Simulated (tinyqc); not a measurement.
Stretching all distances: RHF, UHF, MP2, CISD and CCSD against full CI in the sto-6g basis, for H2, spin multiplicity 1. Computed by the program tinyqc with PySCF. All coordinates are multiplied by the scale. c0^2 is the weight of the RHF determinant in the lowest singlet FCI state (UHF is spin-contaminated and may lie near states of higher spin) and n(LUMO) the first natural occupation beyond the occupied space.

Geometry (angstrom):
```
atom       x       y       z
H     0.0000  0.0000  0.0000
H     0.0000  0.0000  0.6710
```

Full CI energy (hartree) and errors against it (kcal/mol):
```
scale   distance 1-2 (angstrom)     E(FCI)      RHF      UHF      MP2    CISD    CCSD  <S^2> UHF    c0^2  n(LUMO)
0.9000                   0.6039  -1.126952   9.6201   9.6201   3.1518  0.0000  0.0000     0.0000  0.9923   0.0154
1.1500                   0.7716  -1.144796  13.8057  13.8057   5.0657  0.0000  0.0000     0.0000  0.9858   0.0284
1.3900                   0.9327  -1.122626  19.3180  19.3180   7.7500  0.0000  0.0000     0.0000  0.9752   0.0497
1.6400                   1.1004  -1.086612  27.0151  27.0151  11.6797  0.0000  0.0000     0.0000  0.9572   0.0856
1.8900                   1.2682  -1.049577  37.0582  32.3488  16.9593  0.0000  0.0000     0.3347  0.9296   0.1408
2.3800                   1.5970  -0.992539  63.7130  20.9154  30.8233  0.0000  0.0000     0.7826  0.8437   0.3126
```

Estimate the missing row, scale = 2.13.

Computed row:
```
scale   distance 1-2 (angstrom)     E(FCI)      RHF      UHF      MP2    CISD    CCSD  <S^2> UHF    c0^2  n(LUMO)
2.1300                   1.4292  -1.018337  49.0390  28.2228  23.2875  0.0000  0.0000     0.6153  0.8925   0.2150
```

UHF parts from RHF first at scale 1.89 of those listed, where <S^2> leaves zero. The weight c0^2 goes from 0.99 to 0.84 and n(LUMO) from 0.02 to 0.31: static correlation grows as the bonds break into open-shell fragments. The spread of the error along the curve, which distorts its shape, is CISD 0.0, CCSD 0.0, UHF 22.7, MP2 27.7, RHF 54.1 kcal/mol. With two electrons CISD and CCSD are exact.
